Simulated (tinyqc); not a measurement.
Raising U: Hubbard chain of 4 sites, mean field against exact. Computed by the program tinyqc. 

one-body matrix (hopping and site energies) (eV):
```
         1        2        3        4
1   0.0000  -1.3400   0.0000   0.0000
2  -1.3400   0.0000  -1.3400   0.0000
3   0.0000  -1.3400   0.0000  -1.3400
4   0.0000   0.0000  -1.3400   0.0000
```

electrons, up and down: 2  2

Collinear unrestricted mean field (the lowest of 40 random starts) against exact diagonalisation.

Exact and mean-field results (eV):

| U | U/t | E exact | E mean field | mean \|n_up - n_down\| | double occupancy, exact | first gap in the sector |
|---|---|---|---|---|---|---|
| 0.6700 | 0.5000 | -5.357432 | -5.322662 | 0.0000 | 0.2241 | 1.4704 |
| 1.3400 | 1.0000 | -4.790990 | -4.652662 | 0.0000 | 0.1988 | 1.3114 |
| 2.6800 | 2.0000 | -3.853763 | -3.346031 | 0.3935 | 0.1521 | 1.0570 |
| 4.0200 | 3.0000 | -3.145552 | -2.468270 | 0.6966 | 0.1138 | 0.8668 |
| 5.3600 | 4.0000 | -2.617215 | -1.921990 | 0.8199 | 0.0849 | 0.7239 |
| 8.0400 | 6.0000 | -1.918794 | -1.314542 | 0.9177 | 0.0494 | 0.5328 |
| 10.7200 | 8.0000 | -1.497011 | -0.994373 | 0.9534 | 0.0312 | 0.4163 |
| 16.0800 | 12.0000 | -1.029211 | -0.666877 | 0.9792 | 0.0152 | 0.2865 |
| 26.8000 | 20.0000 | -0.627951 | -0.401328 | 0.9925 | 0.0057 | 0.1748 |

In absolute terms mean field is worst at U/t = 4.0, 0.695 eV too high: at small U it is nearly exact, and at large U it misses only exchange-scale energies. Its local moments set in at U/t = 2.0 of those listed, a broken symmetry that the exact state of a finite cluster with equal spins does not have. Relative to the exact energy its error is 0.6 % at the smallest U, 36 % at most and 36 % at the largest. The double occupancy falls from 0.224 to 0.006; at the largest U the first gap is 0.65 times the exchange scale 4t^2/U.
